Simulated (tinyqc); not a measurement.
Inside a calculation. Model: Monte Carlo simulation of one carrier in a uniform electric field. Computed by tinyqc, a small Python program that keeps every step. Command: `OMP_NUM_THREADS=1 python tinyqc.py 3019538 3019539 out.jsonl mcfl walk`. One thread of a shared host (Intel(R) Xeon(R) Processor @ 2.30GHz), about 2 s of CPU time with the checks. Intermediate numbers are printed to about 6 digits and carried at full precision; extremes and crossings named in words are read from the listed rows.

The force e F acts along +z. Flights end at the constant total rate Gamma; the part of Gamma that the real rates do not fill is self-scattering, which leaves k unchanged. One valley, no impurities; equivalent final valleys enter only through Z_f in the optical rate.

Inputs (values chosen for the exercise, modelled on electrons in silicon):
```
quantity                                             value       unit
effective mass m                                     0.322        m_0
non-parabolicity alpha                                0.46       1/eV
density rho                                           2329     kg/m^3
sound velocity v_l                                    9150        m/s
acoustic deformation potential D_A                     9.3         eV
phonon energy hbar w                                  58.4        meV
optical or intervalley deformation potential D_o       4.9  1e8 eV/cm
final valleys Z_f                                        5          -
lattice temperature T                                  400          K
electric field F                                        23      kV/cm
energy E_max up to which Gamma must cover the rates      1         eV
seed of the random numbers                           57661          -
```

Crystal: non-polar. Band: Kane.

starting wave vector (1/nm): -0.23  -0.21  0.23

Constants: k_B = 1.380649e-23 J/K; e = 1.602176634e-19 C; hbar = 1.054571817e-34 J s; m_0 = 9.1093837015e-31 kg; hbar = 6.582119569e-16 eV s; k_B = 8.617333262e-05 eV/K.

## Total rate Gamma

Kane band: hbar^2 k^2/(2 m) = E (1 + alpha E), speed v = hbar k/(m (1 + 2 alpha E)), states per spin, volume and energy g(E) = m k (1 + 2 alpha E)/(2 pi^2 hbar^2); overlap factors are set to 1. Masses are multiplied by m_0 and all formulas are in SI units. Phonon occupation N_q = 1/(exp(hbar w/(k_B T)) - 1). Acoustic deformation potential (elastic, equipartition, absorption and emission together): 1/tau = 2 pi k_B T D_A^2 g(E)/(hbar rho v_l^2). Optical or intervalley deformation potential: 1/tau = (pi Z_f D_o^2/(rho w)) [N_q g(E + hbar w) + (N_q + 1) g(E - hbar w)], with g = 0 below the band edge. Gamma is 1.05 times the largest total rate on the grid E = (j + 1/2) E_max/400, j = 0..399.

largest total rate = 92.1069 1e12/s

energy of the largest rate = 998.75 meV

Gamma = 96.7123 1e12/s

## Flight 1

Random numbers (0.02 to 0.98, from up to 60 sets tried for early real events), one row a flight:
```
       r1      r2      r3      r4
1  0.5904  0.1200  0.8773  0.8766
2  0.6783  0.7319  0.6494  0.1346
3  0.3290  0.2137  0.8859  0.9609
4  0.0806  0.3605  0.9571  0.4295
5  0.9101  0.1132  0.4486  0.8964
6  0.4481  0.2256  0.7231  0.8383
7  0.0564  0.5316  0.7658  0.6649
```

Flight: t = -ln(r1)/Gamma; k_z grows by e F t/hbar; E follows from the band; dz = (E_end - E_start)/(e F). Use row 1 of the random numbers.

flight time t = 5.44869 fs

k at the end of the flight (1/nm): -0.230000  -0.210000  0.249039

energy at the end = 18.6556 meV

displacement dz = 0.461511 nm

## Scattering event 1

Choice: with cumulative rates in the order acoustic, absorption, emission, the process is the first whose sum exceeds r2 Gamma; if none, self-scattering. Final state: E' = E, E + hbar w or E - hbar w gives k'. Isotropic processes: cos(theta) = 1 - 2 r3 from the z axis, phi = 2 pi r4, k' (sin theta cos phi, sin theta sin phi, cos theta).

cumulative rates (1e12/s): acoustic 2.03050, absorption 3.26963, emission 3.26963

r2 Gamma = 11.6055 1e12/s

Process chosen: self-scattering

k after event 1, the start of the next flight (1/nm): -0.230000  -0.210000  0.249039

## Flight 2

Use row 2 of the random numbers.

flight time t = 4.01361 fs

k at the end of the flight (1/nm): -0.230000  -0.210000  0.263064

energy at the end = 19.4908 meV

displacement dz = 0.363111 nm

## Scattering event 2

The formulas are those given above.

cumulative rates (1e12/s): acoustic 2.07741, absorption 3.32437, emission 3.32437

r2 Gamma = 70.7837 1e12/s

Process chosen: self-scattering

k after event 2, the start of the next flight (1/nm): -0.230000  -0.210000  0.263064

## All printed flights

Drift estimate: sum dz / sum t.

Flights:
```
flight   t (fs)  E at the end (meV)  dz (nm)          process  k_x (1/nm)  k_y (1/nm)  k_z (1/nm)
1        5.4487             18.6556  0.46151  self-scattering       -0.23       -0.21    0.249039
2        4.0136             19.4908  0.36311  self-scattering       -0.23       -0.21    0.263064
3       11.4949             22.1316  1.14819  self-scattering       -0.23       -0.21    0.303231
4       26.0386             29.4661  3.18893  self-scattering       -0.23       -0.21    0.394218
5        0.9740             29.7766  0.13497  self-scattering       -0.23       -0.21    0.397622
6        8.3003             32.5264  1.19558  self-scattering       -0.23       -0.21    0.426626
7       29.7303             43.8922  4.94164  self-scattering       -0.23       -0.21    0.530513
```

drift estimate from these flights = 132952 m/s

7 of the 7 flights end in self-scattering. So few flights say little about the drift velocity: the estimate is noise at this length.

## Low-field mobility from the linear Boltzmann equation

On the grid E_j = (j + 1/2) hbar w/12 up to 20 k_B T + 2 hbar w, solve (sum of rates) l(E) = v(E); mu_0 = e sum g v l exp(-E/k_B T)/(3 k_B T sum g exp(-E/k_B T)).

low-field mobility mu_0 = 732.962 cm^2/(V s)

## Long runs: velocity against field

Each row: 250 carriers from a thermal start, 1600 flights each, the first half discarded, random numbers not printed; the error is the standard error over ten groups; the mean energy is taken at the ends of flights, which sample time evenly. Fields at which more than 0.02 % of the events exceed Gamma are left out.

Monte Carlo results:
```
F (kV/cm)  drift velocity (1e5 m/s)  error (1e5 m/s)  mu_0 F (1e5 m/s)  mean energy (meV)  real events (%)
5.8                           0.329           0.0130           0.42512               63.6             7.61
12.0                          0.538           0.0130           0.87955               78.0             9.14
23.0                          0.703           0.0100           1.68581              113.0            12.60
46.0                          0.805           0.0091           3.37163              194.0            20.00
```

At the lowest field the drift velocity is 0.77 +/- 0.03 of the ohmic value mu_0 F, at the highest 0.24 +/- 0.00. The mean energy goes from 64 to 194 meV against the parabolic-band thermal value 3 k_B T/2 = 52 meV: the carriers heat, more of them reach the emission threshold, where they lose momentum, and the curve bends below the ohmic line. Only 8 to 20 % of the events are real; the rest is the price of a constant Gamma.

Checks made by the program: energy gained in the printed flights against e F dz (relative difference 5e-10).
